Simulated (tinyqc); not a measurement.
Inside a calculation: carrier statistics of a doped semiconductor with parabolic bands. Values are carried at full precision from step to step, so a last printed digit may differ when a step is redone from the rounded ones.

Constants: kB = 8.617333262e-05 eV/K; hbar^2/2m0 = 3.80998211 eV angstrom^2.

Parameters, chosen for this exercise (near those of GaN; the results hold for these values, not for the real material): Eg0 = 3.469 eV (gap at 0 K); al = 0.000884 eV/K (Varshni alpha); be = 790 K (Varshni beta); T = 200 K; ml = 0.21 m0 (longitudinal electron mass); mt = 0.21 m0 (transverse electron mass); Mv = 1 (equivalent valleys); mhh = 1.39 m0 (heavy-hole mass); mlh = 0.31 m0 (light-hole mass); ND = 5.6e+14 1/cm^3 (donors); NA = 3.5e+14 1/cm^3 (acceptors); ED = 0.0224 eV (donor level below Ec); EA = 0.17 eV (acceptor level above Ev).

## Gap and thermal energy

Eg(T) = Eg0 - al T^2/(T + be) (Varshni).

Eg = 3.43328 eV
kT = 0.017235 eV

The gap has shrunk by 35.7 meV from 0 K and is 199.2 kT wide.

## Effective densities of states

m_de = Mv^(2/3) (ml mt^2)^(1/3); m_dh = (mhh^(3/2) + mlh^(3/2))^(2/3); N = 2 (m kB T/(4 pi c))^(3/2) with c = hbar^2/2m0, in 1/angstrom^3; times 1e24 for 1/cm^3.

m_de = 0.2100 m0
m_dh = 1.4860 m0
Nc = 1.3145e+18 1/cm^3
Nv = 2.4743e+19 1/cm^3

The light holes supply 9.5 % of Nv, and Nc/Nv = 0.0531.

## Intrinsic density and level

With Boltzmann statistics ni = sqrt(Nc Nv) exp(-Eg/2kT) and Ei = Eg/2 + (kT/2) ln(Nv/Nc), counted from Ev.

ni = 3.15e-25 1/cm^3
Ei = 1.7419 eV

Ei lies 25.3 meV above midgap, towards the band with the smaller density of states.

## Neutrality by bisection

Energies are counted from Ev, so Ec = Eg. n = Nc F_1/2((EF - Eg)/kT), p = Nv F_1/2(-EF/kT), ND+ = ND/(1 + 2 exp((EF - Eg + ED)/kT)), NA- = NA/(1 + 4 exp((EA - EF)/kT)); neutrality asks p + ND+ = n + NA-. F_j(eta) = (1/Gamma(j + 1)) integral_0^infinity x^j dx/(1 + exp(x - eta)), which tends to exp(eta) for eta << 0.

Start from the bracket [-0.2 eV, Eg + 0.2 eV]; at the midpoint EF take the sign of p + ND+ - n - NA-; where it is positive EF must rise. Fourteen steps are shown.

Bisection (eV, 1/cm^3):
```
step       low     high       EF         n         p       ND+       NA-  sign
1     -0.20000  3.63328  1.71664  7.27e-26  1.37e-24  5.60e+14  3.50e+14     +
2      1.71664  3.63328  2.67496     0.102  9.71e-49  5.60e+14  3.50e+14     +
3      2.67496  3.63328  3.15412  1.21e+11  8.19e-61  5.60e+14  3.50e+14     +
4      3.15412  3.63328  3.39370  1.28e+17  7.51e-67  3.22e+14  3.50e+14     -
5      3.15412  3.39370  3.27391  1.27e+14  7.84e-64  5.60e+14  3.50e+14     +
6      3.27391  3.39370  3.33381  4.09e+15  2.43e-65  5.47e+14  3.50e+14     -
7      3.27391  3.33381  3.30386  7.20e+14  1.38e-64  5.58e+14  3.50e+14     -
8      3.27391  3.30386  3.28889  3.02e+14  3.29e-64  5.59e+14  3.50e+14     -
9      3.27391  3.28889  3.28140  1.96e+14  5.08e-64  5.59e+14  3.50e+14     +
10     3.28140  3.28889  3.28514  2.43e+14  4.09e-64  5.59e+14  3.50e+14     -
11     3.28140  3.28514  3.28327  2.18e+14  4.56e-64  5.59e+14  3.50e+14     -
12     3.28140  3.28327  3.28234  2.07e+14  4.81e-64  5.59e+14  3.50e+14     +
13     3.28234  3.28327  3.28280  2.12e+14  4.68e-64  5.59e+14  3.50e+14     -
14     3.28234  3.28280  3.28257  2.09e+14  4.75e-64  5.59e+14  3.50e+14     -
```

Each step halves the bracket, which is 0.468 meV wide at the last row.

## The neutral state

Solve the neutrality condition for EF to convergence.

EF = 3.2826 eV
n = 2.09e+14 1/cm^3
p = 4.75e-64 1/cm^3
ND+ = 5.59e+14 1/cm^3
NA- = 3.50e+14 1/cm^3

The material is n-type; 99.9 % of the donors are ionised. EF lies 8.74 kT inside the gap from the conduction edge, so Boltzmann statistics would serve; n p/(Nc Nv exp(-Eg/kT)) = 1.000.

## Checks

- F_1/2(1) by the trapezoid rule against adaptive quadrature: both 1.575641.
- Positive against negative charge at the solution (1/cm^3): both 5.59346e+14.

(tinyqc, `OMP_NUM_THREADS=1 python tinyqc.py 1652433 1652434 out.jsonl`, Intel(R) Xeon(R) Processor @ 2.30GHz, 1 thread, shared host, about 0.01 s.)
